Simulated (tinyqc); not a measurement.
Comparisons within one model: Stoner model of a band ferromagnet. A value that a table varies takes the place of the one given here.

Density of states per atom and spin: two humps, D(e) = (M/W) [1 - sp cos(4 pi e/W)]. Levels e -/+ I m/2 for up and down spin, m = n_up - n_down, n_up + n_down = nd. At zero temperature e(N) is the energy below which N states lie, and E(m) = sum over spins of integral e D de - I m^2/4.

Constants: kB = 8.617333262e-05 eV/K.

Inputs chosen for the exercise:
```
symbol  value  unit  meaning
W       4      eV    band width, e from -W/2 to W/2
M       5            states per atom and spin
nd      9.5          electrons per atom
sp      0.29         shape parameter
I       1.3    eV    Stoner parameter
```

## Moment against temperature

Fermi-Dirac occupations on 600 equal energy intervals; m is iterated from saturation until it changes by less than 1e-7 or for 400 rounds; the paramagnet is unstable while I times the mean of D weighted by -df/de exceeds 1.

Results:
```
T/Tc  T (K)  m (muB)  I D(T) of the paramagnet
0.10    232    0.500                     1.314
0.30    696    0.492                     1.310
0.50   1160    0.457                     1.249
0.65   1507    0.406                     1.178
0.80   1855    0.324                     1.101
0.90   2087    0.237                     1.049
0.95   2203    0.170                     1.024
1.10   2551    0.000                     0.953
```

Tc (from I D(T) = 1) = 2.32e+03 K

kB Tc = 0.200 eV, 0.31 of the exchange splitting at zero temperature. m keeps 0.91 of its first value at half Tc and 0.47 at 0.9 Tc. The model knows only Stoner excitations; spin waves and local moments bring the ordering temperature below the Stoner value.

## Moment against the Stoner parameter

Lowest state for each I.

Results:
```
I (eV)  I D(EF)  m (muB)  E - E(0) (meV)
0.60      0.606    0.000             0.0
0.80      0.808    0.000             0.0
0.90      0.909    0.000             0.0
0.99      0.999    0.500            -0.1
1.09      1.100    0.500            -6.4
1.24      1.252    0.500           -15.7
1.49      1.504    0.500           -31.4
1.79      1.807    0.500           -50.1
```

A moment first appears at I = 0.99 eV of those listed, where I D(EF) = 0.999, below 1: D rises away from EF, so a finite splitting pays before an infinitesimal one. It is saturated at 0.500 from I = 0.99 eV on. Between that row and the one before it m goes from zero to saturation; the table does not show whether the onset is abrupt.

## Moment against band filling

Rigid band, I fixed: a Slater-Pauling curve.

Results:
```
nd   I D(EF)  m (muB)  m_max
3.0    2.040    3.000    3.0
4.0    1.614    4.000    4.0
5.0    1.154    5.000    5.0
6.0    1.614    4.000    4.0
6.5    1.875    3.500    3.5
7.0    2.040    3.000    3.0
7.5    2.096    2.500    2.5
8.0    2.040    2.000    2.0
8.5    1.875    1.500    1.5
9.0    1.614    1.000    1.0
9.5    1.312    0.500    0.5
```

Magnetic fillings among those listed: 3.0, 4.0, 5.0, 6.0, 6.5, 7.0, 7.5, 8.0, 8.5, 9.0 and 9.5; the largest moment is 5.00 at nd = 5. At 3.0, 4.0, 5.0, 6.0, 6.5, 7.0, 7.5, 8.0, 8.5, 9.0 and 9.5 the moment is saturated and follows m_max, changing by one per electron.

## What moves the moment

Lowest state for each case. Each row changes one parameter from the base and keeps the others.

Results:
```
case          I D(EF)  m (muB)  E - E(0) (meV)
base            1.312    0.500           -19.5
W = 3.68 eV     1.426    0.500           -24.4
I = 1.404 eV    1.417    0.500           -26.0
nd = 9.2        1.491    0.800           -66.7
sp = 0.39       1.253    0.500           -16.0
```

The largest shifts from the base row, up to three for each result and ties (the steps differ in size, so this ranks the rows, not the parameters). I D(EF): nd +0.179, W +0.114, I +0.105. m (muB): nd +0.300; unchanged at the printed digits by W, I and sp. E - E(0) (meV): nd -47.2, I -6.5, W -4.9.

Computed by tinyqc, a small Python program: `OMP_NUM_THREADS=1 python tinyqc.py 1650722 1650723 out.jsonl` (the numbers bound the seed that draws the inputs); one thread of a shared host (Intel(R) Xeon(R) Processor @ 2.30GHz), about 0.3 s for the whole set of steps.
